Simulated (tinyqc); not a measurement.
From results back to parameters: defect-molecule model of a vacancy with Jahn-Teller distortion. Three cases, with inputs chosen for the exercise.

Problem. With et the undistorted t2 level, Uc the repulsion of two electrons, I the Jahn-Teller coupling and k the force constant, the levels above Ev are E(2+/+) = et - E_JT, E(+/0) = et - 3 E_JT + Uc, the Stokes shift of the first transition is 2 E_JT, E_JT = 2 I^2/k and the distortion of the + state is 2 I/k. The values below come from hidden parameters.

Find: et, Uc; I; k.

Method. E_JT is half the Stokes shift; et = E(2+/+) + E_JT; Uc = E(+/0) - E(2+/+) + 2 E_JT; with Q the distortion, I = E_JT/Q and k = 2 E_JT/Q^2.

Case 1.

levels (eV): (2+/+) 0.20370, (+/0) 0.08111

Stokes shift = 0.272595 eV
distortion of + = 0.127381 angstrom

Solution.

et, Uc (eV): 0.340  0.150

I = 1.07 eV/angstrom
k = 16.8 eV/angstrom^2

Case 2.

levels (eV): (2+/+) 0.05864, (+/0) 0.12591

Stokes shift = 0.382730 eV
distortion of + = 0.160811 angstrom

Solution.

et, Uc (eV): 0.250  0.450

I = 1.19 eV/angstrom
k = 14.8 eV/angstrom^2

Case 3.

levels (eV): (2+/+) 0.08585, (+/0) 0.05755

Stokes shift = 0.288300 eV
distortion of + = 0.155000 angstrom

Solution.

et, Uc (eV): 0.230  0.260

I = 0.93 eV/angstrom
k = 12.0 eV/angstrom^2

Computed by tinyqc, one run a case: `OMP_NUM_THREADS=1 python tinyqc.py N N+1 out.jsonl` with N = 1450947, 1450979, 1451036; one thread of a shared Intel(R) Xeon(R) Processor @ 2.30GHz, about 0.01 s a run at most.
